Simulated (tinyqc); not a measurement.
From results back to parameters: propagation of a band-gap error through k.p and effective-mass formulas. Three cases, with inputs chosen for the exercise.

Problem. A calculation returned the electron mass below. With 1/me = 1 + Ep (E + 2 Dso/3)/(E (E + Dso)) and the given Ep and Dso, which gap E did it have, and by what factor is exp(-E/2kT) off against the gap Eg?

Constants: kB = 8.617333262e-05 eV/K.
Find: X = 1/me - 1; E; log10 of the factor.
Method. X E^2 + (X Dso - Ep) E - (2/3) Ep Dso = 0 has one positive root; the factor is exp((Eg - E)/2kT).

Case 1.

Values chosen (reference values near those of GaAs, gap at low temperature; the results hold for these values, not for the real material): Eg = 1.501 eV (gap at Gamma to the s-like level); Dso = 0.347 eV (spin-orbit splitting); Ep = 25.7 eV (Kane energy); T = 400 K (temperature).

me = 0.0241731 m0

Solution.

X = 1/me - 1 = 40.368
E = 0.555 eV
log10 of the factor = 5.96

Case 2.

Values chosen (reference values near those of InAs, gap at low temperature; the results hold for these values, not for the real material): Eg = 0.419 eV (gap at Gamma to the s-like level); Dso = 0.396 eV (spin-orbit splitting); Ep = 21.1 eV (Kane energy); T = 300 K (temperature).

me = 0.0265634 m0

Solution.

X = 1/me - 1 = 36.646
E = 0.490 eV
log10 of the factor = -0.60

Case 3.

Values chosen (reference values near those of GaAs, gap at low temperature; the results hold for these values, not for the real material): Eg = 1.501 eV (gap at Gamma to the s-like level); Dso = 0.335 eV (spin-orbit splitting); Ep = 26.1 eV (Kane energy); T = 400 K (temperature).

me = 0.0265713 m0

Solution.

X = 1/me - 1 = 36.635
E = 0.630 eV
log10 of the factor = 5.49

Computed by tinyqc, one run a case: `OMP_NUM_THREADS=1 python tinyqc.py N N+1 out.jsonl` with N = 1880503, 1880507, 1880539; one thread of a shared Intel(R) Xeon(R) Processor @ 2.30GHz, about 0.01 s a run at most.
